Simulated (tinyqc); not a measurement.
Inside a calculation (part 1 of 2). Method: RKS/B3LYP (VWN-RPA form) in the sto-3g basis, for BeH2, spin multiplicity 1. Computed by tinyqc, a small Python program that keeps every step (integrals from PySCF). Settings: charge = 0, multiplicity = 1, basis = sto-3g, energy threshold = 1e-10, iteration cap = 72, orthogonalisation = symmetric, start = atomic densities, DIIS depth = 0, method = RKS, functional = b3lyp, grid = [10, 26]. Command: `OMP_NUM_THREADS=1 python tinyqc.py 22825 22826 out.jsonl` (the two numbers bound the seeds that draw the settings). One thread of a shared host (Intel(R) Xeon(R) Processor @ 2.60GHz), about 0.9 s of CPU time with the checks. Later iterations appear only in the table of the cycle.

## One-electron integrals

Geometry (angstrom):
```
atom         x          y         z
Be    0.000000   0.000000  0.000000
H     0.000000   1.337000  0.000000
H     0.000000  -1.337000  0.000000
```

Basis sto-3g: exponents (1/bohr^2) and contraction coefficients of normalised primitives:
```
element  l (shell)   exponent  coefficient
Be           s (1)  30.167871     0.154329
Be           s (1)   5.495115     0.535328
Be           s (1)   1.487193     0.444635
Be           s (2)   1.314833    -0.099967
Be           s (2)   0.305539     0.399513
Be           s (2)   0.099371     0.700115
Be           p (3)   1.314833     0.155916
Be           p (3)   0.305539     0.607684
Be           p (3)   0.099371     0.391957
H            s (1)   3.425251     0.154329
H            s (1)   0.623914     0.535328
H            s (1)   0.168855     0.444635
```

Overlap, kinetic and nuclear-attraction integrals over the contracted functions; the nuclear repulsion is the sum of Za Zb / Rab.

nuclear repulsion = 3.36425302 hartree

overlap S, order 1Be 1s, 1Be 2s, 1Be 2px, 1Be 2py, 1Be 2pz, 2H 1s, 3H 1s:
```
[[1.000000, 0.259517, 0.000000, 0.000000, 0.000000, 0.069948, 0.069948],
 [0.259517, 1.000000, 0.000000, 0.000000, 0.000000, 0.461177, 0.461177],
 [0.000000, 0.000000, 1.000000, 0.000000, 0.000000, 0.000000, 0.000000],
 [0.000000, 0.000000, 0.000000, 1.000000, 0.000000, 0.526742, -0.526742],
 [0.000000, 0.000000, 0.000000, 0.000000, 1.000000, 0.000000, 0.000000],
 [0.069948, 0.461177, 0.000000, 0.526742, 0.000000, 1.000000, 0.035468],
 [0.069948, 0.461177, 0.000000, -0.526742, 0.000000, 0.035468, 1.000000]]
```

kinetic energy T (hartree), order 1Be 1s, 1Be 2s, 1Be 2px, 1Be 2py, 1Be 2pz, 2H 1s, 3H 1s:
```
[[6.693975, -0.033012, 0.000000, 0.000000, 0.000000, -0.016409, -0.016409],
 [-0.033012, 0.211111, 0.000000, 0.000000, 0.000000, 0.069581, 0.069581],
 [0.000000, 0.000000, 0.660592, 0.000000, 0.000000, 0.000000, 0.000000],
 [0.000000, 0.000000, 0.000000, 0.660592, 0.000000, 0.194942, -0.194942],
 [0.000000, 0.000000, 0.000000, 0.000000, 0.660592, 0.000000, 0.000000],
 [-0.016409, 0.069581, 0.000000, 0.194942, 0.000000, 0.760032, -0.009423],
 [-0.016409, 0.069581, 0.000000, -0.194942, 0.000000, -0.009423, 0.760032]]
```

nuclear attraction V (hartree), order 1Be 1s, 1Be 2s, 1Be 2px, 1Be 2py, 1Be 2pz, 2H 1s, 3H 1s:
```
[[-15.352681, -2.104676, 0.000000, 0.000000, 0.000000, -0.566744, -0.566744],
 [-2.104676, -3.052931, 0.000000, 0.000000, 0.000000, -1.369391, -1.369391],
 [0.000000, 0.000000, -2.956663, 0.000000, 0.000000, 0.000000, 0.000000],
 [0.000000, 0.000000, 0.000000, -3.190566, 0.000000, -1.529856, 1.529856],
 [0.000000, 0.000000, 0.000000, 0.000000, -2.956663, 0.000000, 0.000000],
 [-0.566744, -1.369391, 0.000000, -1.529856, 0.000000, -2.994991, -0.123064],
 [-0.566744, -1.369391, 0.000000, 1.529856, 0.000000, -0.123064, -2.994991]]
```

core Hamiltonian H = T + V (hartree), order 1Be 1s, 1Be 2s, 1Be 2px, 1Be 2py, 1Be 2pz, 2H 1s, 3H 1s:
```
[[-8.658706, -2.137688, 0.000000, 0.000000, 0.000000, -0.583153, -0.583153],
 [-2.137688, -2.841821, 0.000000, 0.000000, 0.000000, -1.299810, -1.299810],
 [0.000000, 0.000000, -2.296071, 0.000000, 0.000000, 0.000000, 0.000000],
 [0.000000, 0.000000, 0.000000, -2.529974, 0.000000, -1.334914, 1.334914],
 [0.000000, 0.000000, 0.000000, 0.000000, -2.296071, 0.000000, 0.000000],
 [-0.583153, -1.299810, 0.000000, -1.334914, 0.000000, -2.234959, -0.132487],
 [-0.583153, -1.299810, 0.000000, 1.334914, 0.000000, -0.132487, -2.234959]]
```

## Two-electron integrals

Functions are numbered as in S; the eight-fold symmetry (ij|kl) = (ji|kl) = (kl|ij) leaves the list below.

Two-electron integrals (ij|kl) in chemists' order, unique and non-zero (hartree):
```
(11|11) 2.298831    (21|11) 0.392036    (21|21) 0.079539    (22|11) 0.570988
(22|21) 0.143041    (22|22) 0.417683    (31|31) 0.014607    (32|31) 0.021888
(32|32) 0.092265    (33|11) 0.569578    (33|21) 0.143083    (33|22) 0.417589
(33|33) 0.449859    (41|41) 0.014607    (42|41) 0.021888    (42|42) 0.092265
(43|43) 0.024249    (44|11) 0.569578    (44|21) 0.143083    (44|22) 0.417589
(44|33) 0.401360    (44|44) 0.449859    (51|51) 0.014607    (52|51) 0.021888
(52|52) 0.092265    (53|53) 0.024249    (54|54) 0.024249    (55|11) 0.569578
(55|21) 0.143083    (55|22) 0.417589    (55|33) 0.401360    (55|44) 0.401360
(55|55) 0.449859    (61|11) 0.104649    (61|21) 0.021210    (61|22) 0.038407
(61|33) 0.038126    (61|41) 0.001908    (61|42) 0.003558    (61|44) 0.038990
(61|55) 0.038126    (61|61) 0.005941    (62|11) 0.227482    (62|21) 0.057680
(62|22) 0.180287    (62|33) 0.173774    (62|41) 0.007591    (62|42) 0.044295
(62|44) 0.193151    (62|55) 0.173774    (62|61) 0.016989    (62|62) 0.110838
(63|31) 0.005621    (63|32) 0.025453    (63|43) 0.007920    (63|63) 0.010971
(64|11) 0.234975    (64|21) 0.060363    (64|22) 0.198024    (64|33) 0.186320
(64|41) 0.012460    (64|42) 0.069380    (64|44) 0.221230    (64|55) 0.186320
(64|61) 0.018696    (64|62) 0.139188    (64|64) 0.181762    (65|51) 0.005621
(65|52) 0.025453    (65|54) 0.007920    (65|65) 0.010971    (66|11) 0.392037
(66|21) 0.101268    (66|22) 0.352271    (66|33) 0.326697    (66|41) 0.016574
(66|42) 0.121269    (66|44) 0.403131    (66|55) 0.326697    (66|61) 0.030814
(66|62) 0.268687    (66|64) 0.359929    (66|66) 0.774606    (71|11) 0.104649
(71|21) 0.021210    (71|22) 0.038407    (71|33) 0.038126    (71|41) -0.001908
(71|42) -0.003558   (71|44) 0.038990    (71|55) 0.038126    (71|61) 0.005411
(71|62) 0.014329    (71|64) 0.014367    (71|66) 0.024722    (71|71) 0.005941
(72|11) 0.227482    (72|21) 0.057680    (72|22) 0.180287    (72|33) 0.173774
(72|41) -0.007591   (72|42) -0.044295   (72|44) 0.193151    (72|55) 0.173774
(72|61) 0.014329    (72|62) 0.060631    (72|64) 0.059970    (72|66) 0.109482
(72|71) 0.016989    (72|72) 0.110838    (73|31) 0.005621    (73|32) 0.025453
(73|43) -0.007920   (73|63) 0.004912    (73|73) 0.010971    (74|11) -0.234975
(74|21) -0.060363   (74|22) -0.198024   (74|33) -0.186320   (74|41) 0.012460
(74|42) 0.069380    (74|44) -0.221230   (74|55) -0.186320   (74|61) -0.014367
(74|62) -0.059970   (74|64) -0.056339   (74|66) -0.105932   (74|71) -0.018696
(74|72) -0.139188   (74|74) 0.181762    (75|51) 0.005621    (75|52) 0.025453
(75|54) -0.007920   (75|65) 0.004912    (75|75) 0.010971    (76|11) 0.022532
(76|21) 0.005567    (76|22) 0.015624    (76|33) 0.015371    (76|44) 0.016123
(76|55) 0.015371    (76|61) 0.001501    (76|62) 0.006924    (76|64) 0.007732
(76|66) 0.013909    (76|71) 0.001501    (76|72) 0.006924    (76|74) -0.007732
(76|76) 0.000596    (77|11) 0.392037    (77|21) 0.101268    (77|22) 0.352271
(77|33) 0.326697    (77|41) -0.016574   (77|42) -0.121269   (77|44) 0.403131
(77|55) 0.326697    (77|61) 0.024722    (77|62) 0.109482    (77|64) 0.105932
(77|66) 0.197851    (77|71) 0.030814    (77|72) 0.268687    (77|74) -0.359929
(77|76) 0.013909    (77|77) 0.774606
```

## Orthogonalisation

S = U s U^T; symmetric (Loewdin) form X = U s^(-1/2) U^T, so that X^T S X = 1.

eigenvalues of S: [0.237130, 0.342828, 0.937348, 1.000000, 1.000000, 1.727402, 1.755292]

X, order 1Be 1s, 1Be 2s, 1Be 2px, 1Be 2py, 1Be 2pz, 2H 1s, 3H 1s:
```
[[1.028368, -0.153126, 0.000000, 0.000000, 0.000000, 0.017730, 0.017730],
 [-0.153126, 1.262399, 0.000000, 0.000000, 0.000000, -0.317244, -0.317244],
 [0.000000, 0.000000, 1.000000, 0.000000, 0.000000, 0.000000, 0.000000],
 [0.000000, 0.000000, 0.000000, 1.391825, 0.000000, -0.456909, 0.456909],
 [0.000000, 0.000000, 0.000000, 0.000000, 1.000000, 0.000000, 0.000000],
 [0.017730, -0.317244, 0.000000, -0.456909, 0.000000, 1.313694, -0.108897],
 [0.017730, -0.317244, 0.000000, 0.456909, 0.000000, -0.108897, 1.313694]]
```

## Starting guess

The start is atomic minimal-basis densities projected into this basis (PySCF's MINAO start) and scaled to the electron count of each spin; this density is not idempotent, so its energy is not variational and may lie below the converged one.

D at the start, order 1Be 1s, 1Be 2s, 1Be 2px, 1Be 2py, 1Be 2pz, 2H 1s, 3H 1s:
```
[[2.154593, -0.522634, 0.000000, 0.000000, 0.000000, -0.025710, -0.025710],
 [-0.522634, 2.044147, 0.000000, 0.000000, 0.000000, 0.130685, 0.130685],
 [0.000000, 0.000000, 0.000000, 0.000000, 0.000000, 0.000000, 0.000000],
 [0.000000, 0.000000, 0.000000, 0.003910, 0.000000, 0.041094, -0.041094],
 [0.000000, 0.000000, 0.000000, 0.000000, 0.000000, 0.000000, 0.000000],
 [-0.025710, 0.130685, 0.000000, 0.041094, 0.000000, 0.873724, 0.009905],
 [-0.025710, 0.130685, 0.000000, -0.041094, 0.000000, 0.009905, 0.873724]]
```

## Iteration 1: exchange-correlation on the grid

Becke grid with 10 radial and 26 angular points per atom, points of zero weight dropped. rho = sum D_ij phi_i phi_j; V_xc,ij = sum w v_xc phi_i phi_j plus the gradient terms; v_xc is d(rho eps)/d rho at fixed gradient. Exact exchange is left to K.

The 16 grid points with the largest w rho, of 766 (bohr, atomic units):
```
x                  y          z         w       rho  |grad rho|^2     eps_xc       v_xc
0.000000    0.505989   0.000000  0.061824  0.802676     35.340972  -0.713781  -0.748732
0.000000   -0.505989   0.000000  0.061824  0.802676     35.340972  -0.713781  -0.748732
0.000000    0.000000   0.505989  0.061825  0.799615     35.518098  -0.714018  -0.748030
0.000000    0.000000  -0.505989  0.061825  0.799615     35.518098  -0.714018  -0.748030
-0.505989   0.000000   0.000000  0.061825  0.799615     35.518098  -0.714018  -0.748030
0.505989    0.000000   0.000000  0.061825  0.799615     35.518098  -0.714018  -0.748030
0.000000    0.000000  -1.852191  2.044392  0.022728      0.000758  -0.211142  -0.252742
1.852191    0.000000   0.000000  2.044392  0.022728      0.000758  -0.211142  -0.252742
0.000000    0.000000   1.852191  2.044392  0.022728      0.000758  -0.211142  -0.252742
-1.852191   0.000000   0.000000  2.044392  0.022728      0.000758  -0.211142  -0.252742
0.000000    1.309697  -1.309697  1.428514  0.031019      0.001260  -0.229738  -0.279430
0.000000    1.309697   1.309697  1.428514  0.031019      0.001260  -0.229738  -0.279430
1.309697    1.309697   0.000000  1.428514  0.031019      0.001260  -0.229738  -0.279430
-1.309697   1.309697   0.000000  1.428514  0.031019      0.001260  -0.229738  -0.279430
0.000000   -1.309697   1.309697  1.428514  0.031019      0.001260  -0.229738  -0.279430
-1.309697  -1.309697   0.000000  1.428514  0.031019      0.001260  -0.229738  -0.279430
```

electrons on the grid, sum of w rho = 6.040896

E_xc = sum of w rho eps_xc = -2.97855524 hartree

V_xc (hartree), order 1Be 1s, 1Be 2s, 1Be 2px, 1Be 2py, 1Be 2pz, 2H 1s, 3H 1s:
```
[[-1.242245, -0.178990, 0.000000, 0.000000, 0.000000, -0.048072, -0.048072],
 [-0.178990, -0.275301, 0.000000, 0.000000, 0.000000, -0.141703, -0.141703],
 [0.000000, 0.000000, -0.255831, 0.000000, 0.000000, 0.000000, 0.000000],
 [0.000000, 0.000000, 0.000000, -0.305625, 0.000000, -0.169291, 0.169291],
 [0.000000, 0.000000, 0.000000, 0.000000, -0.255831, 0.000000, 0.000000],
 [-0.048072, -0.141703, 0.000000, -0.169291, 0.000000, -0.370027, -0.011505],
 [-0.048072, -0.141703, 0.000000, 0.169291, 0.000000, -0.011505, -0.370027]]
```

## Iteration 1: building the Kohn-Sham matrix

J_ij = sum D_kl (ij|kl), K_ij = sum D_kl (ik|jl); F = H + J - 0.1 K + V_xc; E = tr D H + tr D J / 2 - 0.05 tr D K + E_xc + E_nn.

Coulomb J (hartree), order 1Be 1s, 1Be 2s, 1Be 2px, 1Be 2py, 1Be 2pz, 2H 1s, 3H 1s:
```
[[6.544958, 1.269460, 0.000000, 0.000000, 0.000000, 0.340838, 0.340838],
 [1.269460, 2.674897, 0.000000, 0.000000, 0.000000, 1.189255, 1.189255],
 [0.000000, 0.000000, 2.621567, 0.000000, 0.000000, 0.000000, 0.000000],
 [0.000000, 0.000000, 0.000000, 2.771114, 0.000000, 1.325945, -1.325945],
 [0.000000, 0.000000, 0.000000, 0.000000, 2.621567, 0.000000, 0.000000],
 [0.340838, 1.189255, 0.000000, 1.325945, 0.000000, 2.444707, 0.103781],
 [0.340838, 1.189255, 0.000000, -1.325945, 0.000000, 0.103781, 2.444707]]
```

exchange K (hartree), order 1Be 1s, 1Be 2s, 1Be 2px, 1Be 2py, 1Be 2pz, 2H 1s, 3H 1s:
```
[[4.717033, 0.840388, 0.000000, 0.000000, 0.000000, 0.249912, 0.249912],
 [0.840388, 1.166500, 0.000000, 0.000000, 0.000000, 0.681420, 0.681420],
 [0.000000, 0.000000, 0.230588, 0.000000, 0.000000, 0.000000, 0.000000],
 [0.000000, 0.000000, 0.000000, 0.586809, 0.000000, 0.447795, -0.447795],
 [0.000000, 0.000000, 0.000000, 0.000000, 0.230588, 0.000000, 0.000000],
 [0.249912, 0.681420, 0.000000, 0.447795, 0.000000, 0.999229, 0.167676],
 [0.249912, 0.681420, 0.000000, -0.447795, 0.000000, 0.167676, 0.999229]]
```

Kohn-Sham matrix F (hartree), order 1Be 1s, 1Be 2s, 1Be 2px, 1Be 2py, 1Be 2pz, 2H 1s, 3H 1s:
```
[[-3.827697, -1.131257, 0.000000, 0.000000, 0.000000, -0.315378, -0.315378],
 [-1.131257, -0.558875, 0.000000, 0.000000, 0.000000, -0.320400, -0.320400],
 [0.000000, 0.000000, 0.046606, 0.000000, 0.000000, 0.000000, 0.000000],
 [0.000000, 0.000000, 0.000000, -0.123167, 0.000000, -0.223040, 0.223040],
 [0.000000, 0.000000, 0.000000, 0.000000, 0.046606, 0.000000, 0.000000],
 [-0.315378, -0.320400, 0.000000, -0.223040, 0.000000, -0.260203, -0.056979],
 [-0.315378, -0.320400, 0.000000, 0.223040, 0.000000, -0.056979, -0.260203]]
```

total energy of this density = -15.62702841 hartree

This density is the starting one; it is not idempotent, so its energy is not variational and may lie below the converged one.

## Iteration 1: diagonalisation and new density

Diagonalise F' = X^T F X, C = X C', fill 3 alpha and 3 beta electrons from the bottom; D = 2 C_occ C_occ^T. Each column has its largest component positive (the first on a tie).

F' = X^T F X (hartree):
```
[[-3.724493, -0.618766, 0.000000, 0.000000, 0.000000, -0.059810, -0.059810],
 [-0.618766, -0.154905, 0.000000, 0.000000, 0.000000, -0.214898, -0.214898],
 [0.000000, 0.000000, 0.046606, 0.000000, 0.000000, 0.000000, 0.000000],
 [0.000000, 0.000000, 0.000000, 0.243909, 0.000000, -0.324323, 0.324323],
 [0.000000, 0.000000, 0.000000, 0.000000, 0.046606, 0.000000, 0.000000],
 [-0.059810, -0.214898, 0.000000, -0.324323, 0.000000, 0.015122, -0.102073],
 [-0.059810, -0.214898, 0.000000, 0.324323, 0.000000, -0.102073, 0.015122]]
```

orbital energies (hartree): [-3.833522, -0.352307, -0.282465, 0.046606, 0.046606, 0.219480, 0.643568]

coefficients C, order 1Be 1s, 1Be 2s, 1Be 2px, 1Be 2py, 1Be 2pz, 2H 1s, 3H 1s:
```
[[0.988039, -0.230623, 0.000000, 0.000000, 0.000000, -0.228493, 0.000000],
 [0.045962, 0.545869, 0.000000, 0.000000, 0.000000, 1.232193, 0.000000],
 [0.000000, 0.000000, 0.000000, 0.080194, 0.996779, 0.000000, 0.000000],
 [0.000000, 0.000000, 0.427190, 0.000000, 0.000000, 0.000000, 1.473845],
 [0.000000, 0.000000, 0.000000, 0.996779, -0.080194, 0.000000, 0.000000],
 [-0.005439, 0.402248, 0.458235, 0.000000, 0.000000, -0.815410, -1.005321],
 [-0.005439, 0.402248, -0.458235, 0.000000, 0.000000, -0.815410, 1.005321]]
```

D after iteration 1, order 1Be 1s, 1Be 2s, 1Be 2px, 1Be 2py, 1Be 2pz, 2H 1s, 3H 1s:
```
[[2.058816, -0.160956, 0.000000, 0.000000, 0.000000, -0.196284, -0.196284],
 [-0.160956, 0.600171, 0.000000, 0.000000, 0.000000, 0.438650, 0.438650],
 [0.000000, 0.000000, 0.000000, 0.000000, 0.000000, 0.000000, 0.000000],
 [0.000000, 0.000000, 0.000000, 0.364982, 0.000000, 0.391507, -0.391507],
 [0.000000, 0.000000, 0.000000, 0.000000, 0.000000, 0.000000, 0.000000],
 [-0.196284, 0.438650, 0.000000, 0.391507, 0.000000, 0.743625, -0.096292],
 [-0.196284, 0.438650, 0.000000, -0.391507, 0.000000, -0.096292, 0.743625]]
```

Within a degenerate level the vectors are fixed only up to a rotation; this is one choice.

## Iteration 2: exchange-correlation on the grid

As before.

The 16 grid points with the largest w rho, of 766 (bohr, atomic units):
```
x                  y          z         w       rho  |grad rho|^2     eps_xc       v_xc
0.000000   -1.852191   0.000000  0.310320  0.178087      0.073027  -0.389072  -0.483591
0.000000    1.852191   0.000000  0.310320  0.178087      0.073027  -0.389072  -0.483591
0.000000   -0.505989   0.000000  0.061824  0.812489     33.203774  -0.709746  -0.750719
0.000000    0.505989   0.000000  0.061824  0.812489     33.203774  -0.709746  -0.750719
0.000000    0.000000   0.505989  0.061825  0.787812     34.167837  -0.710653  -0.744685
-0.505989   0.000000   0.000000  0.061825  0.787812     34.167837  -0.710653  -0.744685
0.505989    0.000000   0.000000  0.061825  0.787812     34.167837  -0.710653  -0.744685
0.000000    0.000000  -0.505989  0.061825  0.787812     34.167837  -0.710653  -0.744685
0.000000    1.309697   1.309697  1.428514  0.033015      0.002576  -0.239820  -0.282967
-1.309697  -1.309697   0.000000  1.428514  0.033015      0.002576  -0.239820  -0.282967
1.309697    1.309697   0.000000  1.428514  0.033015      0.002576  -0.239820  -0.282967
-1.309697   1.309697   0.000000  1.428514  0.033015      0.002576  -0.239820  -0.282967
0.000000   -1.309697  -1.309697  1.428514  0.033015      0.002576  -0.239820  -0.282967
0.000000    1.309697  -1.309697  1.428514  0.033015      0.002576  -0.239820  -0.282967
0.000000   -1.309697   1.309697  1.428514  0.033015      0.002576  -0.239820  -0.282967
1.309697   -1.309697   0.000000  1.428514  0.033015      0.002576  -0.239820  -0.282967
```

electrons on the grid, sum of w rho = 6.052235

E_xc = sum of w rho eps_xc = -3.00025553 hartree

V_xc (hartree), order 1Be 1s, 1Be 2s, 1Be 2px, 1Be 2py, 1Be 2pz, 2H 1s, 3H 1s:
```
[[-1.232582, -0.176267, 0.000000, 0.000000, 0.000000, -0.047724, -0.047724],
 [-0.176267, -0.261231, 0.000000, 0.000000, 0.000000, -0.144752, -0.144752],
 [0.000000, 0.000000, -0.229036, 0.000000, 0.000000, 0.000000, 0.000000],
 [0.000000, 0.000000, 0.000000, -0.317696, 0.000000, -0.178835, 0.178835],
 [0.000000, 0.000000, 0.000000, 0.000000, -0.229036, 0.000000, 0.000000],
 [-0.047724, -0.144752, 0.000000, -0.178835, 0.000000, -0.388025, -0.011326],
 [-0.047724, -0.144752, 0.000000, 0.178835, 0.000000, -0.011326, -0.388025]]
```

## Iteration 2: building the Kohn-Sham matrix

As before.

Coulomb J (hartree), order 1Be 1s, 1Be 2s, 1Be 2px, 1Be 2py, 1Be 2pz, 2H 1s, 3H 1s:
```
[[6.420914, 1.248219, 0.000000, 0.000000, 0.000000, 0.335821, 0.335821],
 [1.248219, 2.649800, 0.000000, 0.000000, 0.000000, 1.202436, 1.202436],
 [0.000000, 0.000000, 2.573383, 0.000000, 0.000000, 0.000000, 0.000000],
 [0.000000, 0.000000, 0.000000, 2.792605, 0.000000, 1.357046, -1.357046],
 [0.000000, 0.000000, 0.000000, 0.000000, 2.573383, 0.000000, 0.000000],
 [0.335821, 1.202436, 0.000000, 1.357046, 0.000000, 2.528298, 0.103508],
 [0.335821, 1.202436, 0.000000, -1.357046, 0.000000, 0.103508, 2.528298]]
```

exchange K (hartree), order 1Be 1s, 1Be 2s, 1Be 2px, 1Be 2py, 1Be 2pz, 2H 1s, 3H 1s:
```
[[4.625568, 0.814167, 0.000000, 0.000000, 0.000000, 0.221277, 0.221277],
 [0.814167, 0.895643, 0.000000, 0.000000, 0.000000, 0.643436, 0.643436],
 [0.000000, 0.000000, 0.155272, 0.000000, 0.000000, 0.000000, 0.000000],
 [0.000000, 0.000000, 0.000000, 0.982171, 0.000000, 0.709395, -0.709395],
 [0.000000, 0.000000, 0.000000, 0.000000, 0.155272, 0.000000, 0.000000],
 [0.221277, 0.643436, 0.000000, 0.709395, 0.000000, 1.218285, 0.038867],
 [0.221277, 0.643436, 0.000000, -0.709395, 0.000000, 0.038867, 1.218285]]
```

Kohn-Sham matrix F (hartree), order 1Be 1s, 1Be 2s, 1Be 2px, 1Be 2py, 1Be 2pz, 2H 1s, 3H 1s:
```
[[-3.932931, -1.147152, 0.000000, 0.000000, 0.000000, -0.317183, -0.317183],
 [-1.147152, -0.542815, 0.000000, 0.000000, 0.000000, -0.306470, -0.306470],
 [0.000000, 0.000000, 0.032749, 0.000000, 0.000000, 0.000000, 0.000000],
 [0.000000, 0.000000, 0.000000, -0.153282, 0.000000, -0.227643, 0.227643],
 [0.000000, 0.000000, 0.000000, 0.000000, 0.032749, 0.000000, 0.000000],
 [-0.317183, -0.306470, 0.000000, -0.227643, 0.000000, -0.216515, -0.044192],
 [-0.317183, -0.306470, 0.000000, 0.227643, 0.000000, -0.044192, -0.216515]]
```

total energy of this density = -15.74721294 hartree
